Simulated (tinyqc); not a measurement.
# Partial widths from the peak

Question. A Breit-Wigner resonance has total width G = GL + GR and peak transmission Tp = 4 GL GR/G^2. GR is known to be the larger. Find GL, GR and the lifetime hbar/G.

Constants: q = 1.602176634e-19 C, hbar = 1.054571817e-34 J s. Results are converted to the units shown.

G = 5.6033221 meV
Tp = 0.95254350

Solution. GL and GR have the sum G and the product Tp G^2/4, so they are (G/2)(1 +/- sqrt(1 - Tp)).

GL = 2.19 meV
GR = 3.41 meV
lifetime = 117 fs

tinyqc, about 0.04 s, one thread, Intel Xeon 2.30GHz (shared host): `OMP_NUM_THREADS=1 python tinyqc.py 2600030 2600031 out.jsonl`
